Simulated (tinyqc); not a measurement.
A longer run and its error bar: q-state Potts model on a small periodic square lattice: enumeration, Metropolis, heat-bath and Wolff steps. Computed by tinyqc, a small Python program. Command: `OMP_NUM_THREADS=1 python tinyqc.py 3112362 3112363 out.jsonl potts walk`. One thread of a shared host (Intel(R) Xeon(R) Processor @ 2.30GHz), about 0.03 s of CPU time with the checks.

E = -J x (number of nearest-neighbour bonds with equal states); n x n sites with periodic edges have 2 n^2 bonds. Order parameter m = (q f - 1)/(q - 1), f being the largest share of one state. Sites are numbered row by row from 0. Here q = 3 and n = 3.

Inputs (values chosen for the exercise, for a model of domains or grain orientations): number of states q = 3; edge n = 3; coupling J = 46 meV; temperature T = 719 K; seed = 969774.

Update: Wolff cluster.

Constants: k_B = 8.617333262e-05 eV/K.

Method:
- K = J/(k_B T); the infinite square lattice orders at K_c = ln(1 + sqrt(q)); Wolff bond probability p = 1 - exp(-K).
- All q^(n^2) states are counted by their number b of equal bonds; weights g(b) exp(K b), K = J/(k_B T). Per site: u = -J <b>/n^2, c/k_B = K^2 (<b^2> - <b>^2)/n^2.
- ln Z = ln sum g(b) exp(K b); entropy per site s/k_B = (ln Z - K <b>)/n^2.
- After 400 updates are discarded, b is recorded for 4000 cluster flips of the update named (random numbers not printed, so these rows are one sample). Records are averaged in blocks; the error is the scatter of block means over sqrt(number of blocks), and the last column its square over that for single records.

start states:
```
[[0, 1, 1],
 [1, 0, 1],
 [2, 2, 1]]
```

K = 0.742431

p = 0.524045

<b> = 11.9961

Blocking:
```
block length  mean b    error  variance ratio
1             12.115  0.06321          1.0000
4             12.115  0.10126          2.5668
16            12.115  0.12826          4.1177
40            12.115  0.13136          4.3191
100           12.115  0.12869          4.1455
```

What does the comparison show, and why?

The run gives 12.115 +/- 0.131 (blocks of 40) against the exact 11.996, a difference of 0.9 error bars. Single records understate the error by a factor of about 2.1, because successive records are correlated.

Extremes, crossings and ranges named in words are read from the listed rows.
